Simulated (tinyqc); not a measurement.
Inside a calculation. Model: deep-level transient spectroscopy (DLTS) of one majority-carrier trap. Computed by tinyqc, a small Python program that keeps every step. Command: `OMP_NUM_THREADS=1 python tinyqc.py 3022933 3022934 out.jsonl dlts walk`. One thread of a shared host (Intel(R) Xeon(R) Processor @ 2.30GHz), about 0.08 s of CPU time with the checks. Intermediate numbers are printed to about 6 digits and carried at full precision; extremes and crossings named in words are read from the listed rows.

A filling pulse loads the traps in a one-sided junction; under reverse bias they empty at the rate e, and the capacitance relaxes as C(t) = C_0 - dC exp(-e t). The signal is S = [C(t_2) - C(t_1)]/dC.

Inputs (values chosen for the exercise, with mass and screening modelled on 4H-SiC): density-of-states mass m = 0.386 m_0; valleys M = 3; trap depth E_t = 0.848 eV; cross-section sigma_0 = 5.1e-16 cm^2; degeneracy ratio g = 1; gate time t_1 = 0.003 s; ratio t_2/t_1 = 4; temperature T = 522 K; doping N = 4.3e+16 cm^-3; trap density N_t = 7.1e+13 cm^-3; dielectric constant eps = 9.79; built-in voltage V_b = 1 V; reverse bias V_r = 5.5 V; diode area = 0.0021 cm^2; mean field F = 160000 V/cm.

Carriers: electrons. Extra term: Poole-Frenkel lowering.

Constants: k_B = 8.617333262e-05 eV/K; k_B = 1.380649e-23 J/K; m_0 = 9.1093837015e-31 kg; h = 6.62607015e-34 J s; e = 1.602176634e-19 C; eps_0 = 8.8541878128e-12 F/m.

## Emission rate at T

e = g sigma v N_b exp(-E/k_B T), v = sqrt(3 k_B T/m), N_b = 2 M (2 pi m k_B T/h^2)^(3/2), sigma = sigma_0, E = E_t - dE with the one-dimensional Poole-Frenkel lowering dE = sqrt(e^3 F/(pi eps eps_0)), F being held as an input apart from the bias (the centre is charged when empty).

thermal velocity v = 2.47970e+07 cm/s

N_b = 4.14379e+19 cm^-3

sigma = 5.10e-16 cm^2

E = 0.750977 eV

emission rate e = 29435.7 1/s

## Rate window and signal

S(e) = exp(-e t_1) - exp(-e t_2) peaks at the rate window e_0 = ln(t_2/t_1)/(t_2 - t_1).

rate window e_0 = 154.033 1/s

peak height S_max = 0.472470

signal at T = 4.45396e-39

At this T the trap empties faster than the window, by a factor 191: the point lies on the high-temperature side of the peak.

## Peak temperature and width

T_p solves e(T) = e_0 (bisection between 15 and 1500 K); the half-height points solve S = S_max/2 on either side.

peak temperature T_p = 406.343 K

lower half-height point = 381.528 K

upper half-height point = 426.853 K

full width = 45.3257 K

The width is 11.2 % of T_p, and E_t is 24.2 k_B T_p.

## Peaks for six windows

t_1 is scaled by 0.1, 0.3, 1, 3, 10 and 30 at fixed t_2/t_1; each T_p by bisection.

Arrhenius data:
```
t_1 (s)  e_0 (1/s)  T_p (K)  1/(k_B T_p) (1/eV)  ln(e_0/T_p^2)
0.0003     1540.33  450.375             25.7663        -4.8804
0.0009      513.44  428.285             27.0953        -5.8784
0.0030      154.03  406.343             28.5584        -6.9772
0.0090       51.34  388.122             29.8992        -7.9841
0.0300       15.40  369.875             31.3741        -9.0918
0.0900        5.13  354.609             32.7248       -10.1061
```

## Arrhenius fit

Least squares of ln(e_0/T_p^2) on 1/(k_B T_p): slope -E_a, intercept ln(gamma sigma_a) with gamma = v N_b/T^2 = sqrt(3 k_B/m) 2 M (2 pi m k_B/h^2)^(3/2). For comparison, the slope of ln e_0 alone.

apparent depth E_a = 0.750977 eV

intercept = 14.4695

gamma = 3.77100e+21 cm^-2 s^-1 K^-2

apparent cross-section = 5.10000e-16 cm^2

slope without T^2 = 0.819627 eV

The apparent depth is 0.7510 eV against E_t = 0.848 eV, and the apparent cross-section is 1.000 times sigma_0: the field lowers the slope, so the depth must be extrapolated to zero field against sqrt(F). Leaving out the T^2 factor overstates the slope by 69 meV, about 2 k_B T_p.

## Signal size and trap density

W = sqrt(2 eps eps_0 (V_b + V_r)/(e N)), C_0 = eps eps_0 area/W. The pulse goes to zero bias, W_0 = W(V_r = 0). Traps within lambda = sqrt(2 eps eps_0 (E_t - E_F)/(e^2 N)) of the depletion edge stay filled, with E_F = k_B T_p ln(N_b/N) from the band, N_b = 2 M (2 pi m k_B T_p/h^2)^(3/2) (dopants taken as fully ionised). dC = C_0 (N_t/2N) f, f = [(W - lambda)^2 - max(W_0 - lambda, 0)^2]/W^2. The simple estimate is 2 N dC/C_0.

depletion width W = 0.404434 micrometre

C_0 = 45.0094 pF

lambda = 0.124965 micrometre

f = 0.470570

transient amplitude dC = 17.4859 fF

simple estimate of N_t = 3.34105e+13 cm^-3

The simple estimate finds 47 % of the traps.

Checks made by the program: the maximum of S(T) on a fine grid against T_p (relative difference below 1e-10).
